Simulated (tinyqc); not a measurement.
Specific resistance of a metal-semiconductor contact and its transmission-line measurement: one step, computed by the program tinyqc. Command: `OMP_NUM_THREADS=1 python tinyqc.py 3026726 3026727 out.jsonl contact walk`. One thread of a shared host (Intel(R) Xeon(R) Processor @ 2.30GHz), about 0.01 s of CPU time with the checks.

The barrier is parabolic (depletion approximation), energies E are normal energies counted from the band edge in the neutral semiconductor (downwards for holes), and the bias is zero. xi is an input, held fixed when other inputs move.

Question. Transmission and supply. WKB transmission for E < E_b, with a = E/E_b: D = exp{-(E_b/E_00) [sqrt(1 - a) - a ln((1 + sqrt(1 - a))/sqrt(a))]}; D = 1 above. f = 1/(1 + exp((E - xi)/k_B T)).

Inputs (values chosen for the exercise, modelled on n-type germanium): Fermi level above the band edge in the bulk, xi = 0.028 eV; temperature T = 300 K.

Image-force lowering: included.

barrier used, above the bulk band edge = 0.4526724 eV

E_00 = 55.24604 meV

Constants: k_B = 8.617333262e-05 eV/K.

Give: E, D, f and D f at E/E_b = 0.05, 0.15, 0.3, 0.45, 0.6, 0.75, 0.9, 0.98.

Answer.

E, D, f and D f at E/E_b = 0.05, 0.15, 0.3, 0.45, 0.6, 0.75, 0.9, 0.98:

| E/E_b | E (eV) | D | f | D f |
|---|---|---|---|---|
| 0.05 | 0.0226 | 8.302e-04 | 5.517e-01 | 4.580e-04 |
| 0.15 | 0.0679 | 3.752e-03 | 1.760e-01 | 6.605e-04 |
| 0.30 | 0.1358 | 2.063e-02 | 1.522e-02 | 3.139e-04 |
| 0.45 | 0.2037 | 7.740e-02 | 1.116e-03 | 8.641e-05 |
| 0.60 | 0.2716 | 2.193e-01 | 8.084e-05 | 1.773e-05 |
| 0.75 | 0.3395 | 4.862e-01 | 5.847e-06 | 2.843e-06 |
| 0.90 | 0.4074 | 8.383e-01 | 4.229e-07 | 3.546e-07 |
| 0.98 | 0.4436 | 9.846e-01 | 1.042e-07 | 1.026e-07 |
